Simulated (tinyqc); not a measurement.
## Fixed charge and work-function difference from two thicknesses

Problem. With a fixed charge q Nf at the interface, Vfb = phi_ms - q Nf tox/(eps0 eox). Find Nf and phi_ms.

Inputs (values chosen for the exercise): relative permittivity of the gate insulator (close to hafnium oxide) eox = 22.1.

Constants: q = 1.602176634e-19 C, eps0 = 8.8541878128e-14 F/cm where lengths are in cm. Results are converted to the units shown.

Vfb at tox = 7.5 and 23 nm (V): [-0.61291001, -0.61747882]

Solution. Vfb is a straight line in tox: the slope gives Nf and the intercept at zero thickness phi_ms.

Nf = 3.60e10 cm^-2
phi_ms = -0.611 V

Program tinyqc, `OMP_NUM_THREADS=1 python tinyqc.py 2060024 2060025 out.jsonl`; Intel Xeon 2.30GHz, shared host, one thread, about 0.01 s.
